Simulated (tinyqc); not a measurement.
Lateral field, substrate current, probability of reaching the oxide barrier and hot-carrier lifetime of a silicon transistor (pseudo-two-dimensional and lucky-electron models). From one set of inputs to another, one input at a time. Computed by tinyqc, a small Python program. Command: `OMP_NUM_THREADS=1 python tinyqc.py 3001560 3001561 out.jsonl hotcar ladder`. One thread of a shared host (Intel(R) Xeon(R) Processor @ 2.30GHz), about 0.01 s of CPU time with the checks.

Local-field models: a lucky carrier gains its energy at the peak field over a path free of collisions. Voltages are magnitudes.

The inputs printed are set A. Set A is modelled on a silicon n-channel; the values taken over come from a set modelled on a silicon p-channel. Inputs not listed in the table keep their values of set A, so the rows need not describe a real material.

Inputs (values chosen for the exercise, modelled on a silicon n-channel): channel length L = 230 nm; oxide thickness t = 6.2 nm; junction depth x_j = 80 nm; mobility mu = 300 cm^2/(V s); saturation velocity v_s = 0.87 1e7 cm/s; threshold voltage V_T = 0.63 V; gate voltage V_G = 1.6 V; drain voltage V_D = 2.4 V; ionisation prefactor A_i = 2.2e+06 1/cm; ionisation field B_i = 1.66 MV/cm; hot-carrier mean free path lambda = 6.9 nm; oxide barrier phi_b = 3.1 eV; interface-trap threshold phi_it = 3.8 eV; lifetime constant H = 50 s microampere/micrometre.

Drain: abrupt.

Constants: eps_0 = 8.8541878128e-12 F/m.

Method:
- C_ox = 3.9 eps_0/t; F_sat = 2 v_s/mu; V_Dsat = V_ov F_sat L/(V_ov + F_sat L), V_ov = V_G - V_T; I_D/W = C_ox v_s (V_ov - V_Dsat).
- Scale length l = 0.22 t^(1/3) x_j^(1/2) (all in cm); F_m = sqrt(((V_D - V_Dsat)/l_e)^2 + F_sat^2), with l_e = l; length of the velocity-saturated region l_e ln((V_D - V_Dsat)/(l_e F_sat) + F_m/F_sat).
- Substrate current I_sub/I_D = (A_i/B_i)(V_D - V_Dsat) exp(-B_i/F_m); probability of reaching the oxide barrier exp(-phi_b/(e lambda F_m)); lifetime tau = (H/(I_D/W)) exp(phi_it/(e lambda F_m)).
- V_10 solves tau = 3.156e8 s at the given V_G. The extrapolation fits ln(tau) against 1/V_D at 1, 1.08, 1.16 and 1.25 times the given V_D (rounded to 3 digits) by least squares and reads off the same tau.

Each row keeps all changes above it; columns: (1) input moved; (2) from; (3) to; (4) peak field F_m (kV/cm); (5) drain current I_D/W (microampere/micrometre); (6) ten-year drain voltage V_10 (V):
```
(1)                                      (2)   (3)     (4)     (5)     (6)
set A                                      -     -  351.29  197.88  1.9224
junction depth x_j (nm)                   80   200  226.67  197.88  2.7131
ionisation field B_i (MV/cm)            1.66  3.67  226.67  197.88  2.7131
hot-carrier mean free path lambda (nm)   6.9   4.4  226.67  197.88  3.9864
threshold voltage V_T (V)               0.63  0.64  227.06  194.67  3.9858
channel length L (nm)                    230   620  204.17   98.02  4.3037
oxide thickness t (nm)                   6.2    17  151.41   35.75  5.9859
mobility mu (cm^2/(V s))                 300   140  181.08   18.79  6.1095
```

Where does the difference come from?

Peak field F_m goes from 351 to 181, a factor 0.515 in all. The largest single move comes from junction depth x_j (a factor 0.645), and mobility mu works against it (a factor 1.20). Drain current I_D/W goes from 198 to 18.8, a factor 0.0950 in all. The largest single move comes from oxide thickness t (a factor 0.365). Ten-year drain voltage V_10 goes from 1.92 to 6.11, a factor 3.18 in all. The largest single move comes from hot-carrier mean free path lambda (a factor 1.47). The single moves hold for this order of the switches; the total does not depend on the order.

Caution (rows set A, junction depth x_j, ionisation field B_i, hot-carrier mean free path lambda, threshold voltage V_T, channel length L): the empirical formula for l was fitted to oxides of about 15 nm or more; for thinner ones it is an extrapolation. Caution (all rows): e V_D is below phi_b or phi_it, so the available energy, not the field, limits hot carriers, and the lucky-electron formulas overstate them. Caution (rows junction depth x_j, ionisation field B_i, hot-carrier mean free path lambda, threshold voltage V_T): the saturated region fills most of the channel, so the split into two regions is rough.

Extremes, crossings and ranges named in words are read from the listed rows.
